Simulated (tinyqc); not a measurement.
Gamma, L and X subbands of a thin body with non-parabolic valleys, step by step. Values are carried at full precision from step to step, so a last printed digit may differ when a step is redone from the rounded ones.

Hard walls, flat band, c = hbar^2/2m0, energies from the bulk Gamma edge. For a valley at angle theta to the normal 1/m_z = cos^2/ml + sin^2/mt and m_d = sqrt(ml mt^2/m_z). Subband n starts at E_v + e with e (1 + a e) = c (n pi/t)^2/m_z, and its density-of-states mass is taken as m_d (1 + 2 a e), without further growth at higher in-plane energy. Groups are named by valley and degeneracy.

Constants: hbar^2/2m0 = 3.80998211 eV angstrom^2; kB = 8.617333262e-05 eV/K.

Parameters, chosen for this exercise (near those of a thin InAs channel; not measured data):

| symbol | value | unit | meaning |
|---|---|---|---|
| face | 100 |  | surface |
| mG | 0.0263 | m0 | Gamma mass |
| aG | 2.28 | 1/eV | Gamma non-parabolicity |
| EL | 0.735 | eV | L edge above Gamma |
| mL | (0.658, 0.049) | m0 | L valleys (four, along <111>): ml, mt |
| EX | 1 | eV | X edge above Gamma |
| mX | (1.133, 0.163) | m0 | X valleys (three, along <100>): ml, mt |
| aS | 0.53 | 1/eV | non-parabolicity of L and X |
| t | 70 | angstrom | body thickness |
| Ns | 6.9 | x 1e12/cm^2 | sheet density |
| T | 300 | K | temperature |
| eot | 12 | angstrom | equivalent oxide thickness |

## Valley groups

List degeneracy, edge, m_z, m_d and a.

Groups:

| group | g | E_v (eV) | m_z | m_d | a (1/eV) |
|---|---|---|---|---|---|
| G1 | 1 | 0.000 | 0.0263 | 0.0263 | 2.28 |
| L4 | 4 | 0.735 | 0.0709 | 0.1493 | 0.53 |
| X1 | 1 | 1.000 | 1.1330 | 0.1630 | 0.53 |
| X2 | 2 | 1.000 | 0.1630 | 0.4297 | 0.53 |

## Subband edges

n = 1 to 8 for each group; list the ten lowest.

Subbands:

| subband | g | E (eV) | DOS mass |
|---|---|---|---|
| G1 n=1 | 1 | 0.2003 | 0.0503 |
| G1 n=2 | 1 | 0.5290 | 0.0897 |
| L4 n=1 | 4 | 0.8377 | 0.1656 |
| G1 n=3 | 1 | 0.8761 | 0.1314 |
| X1 n=1 | 1 | 1.0067 | 0.1642 |
| X1 n=2 | 1 | 1.0267 | 0.1676 |
| X2 n=1 | 2 | 1.0460 | 0.4507 |
| X1 n=3 | 1 | 1.0591 | 0.1732 |
| L4 n=2 | 4 | 1.0983 | 0.2068 |
| X1 n=4 | 1 | 1.1028 | 0.1808 |

The lowest subband is G1 n=1, 329 meV below G1 n=2; in the bulk the lowest valley is Gamma.

## Filling and quantum capacitance

n_i = g m/(2 pi c) kB T ln(1 + exp((EF - E_i)/kB T)), sum n_i = Ns (1e12/cm^2 = 1e-4/angstrom^2), c = hbar^2/2m0. Quantum capacitance Cq = 1602.176634 sum g m/(2 pi c) f_i in microfarad/cm^2 with f_i = 1/(1 + exp((E_i - EF)/kB T)); Cox = 34.5313/eot (one gate); C/Cox = Cq/(Cq + Cox), the centroid term left out.

Over the ten listed subbands, named by valley (G, L, X), degeneracy and number.

EF = 0.5103 eV

n_i in the order of the list (1e12/cm^2): 6.517  0.383  0.000  0.000  0.000  0.000  0.000  0.000  0.000  0.000

Cq = 5.33 microfarad/cm^2
Cox = 2.878 microfarad/cm^2
C/Cox = 0.649

EF lies 310 meV above the lowest edge; Gamma holds 100 % of the electrons. The low density of states costs 35 % of the gate capacitance.

## Checks

- Cq against the slope dNs/dEF by finite differences, microfarad/cm^2: both 5.33.

Program tinyqc; command `OMP_NUM_THREADS=1 python tinyqc.py 1281775 1281776 out.jsonl`; about 0.04 s on one thread of a shared Intel(R) Xeon(R) Processor @ 2.30GHz.
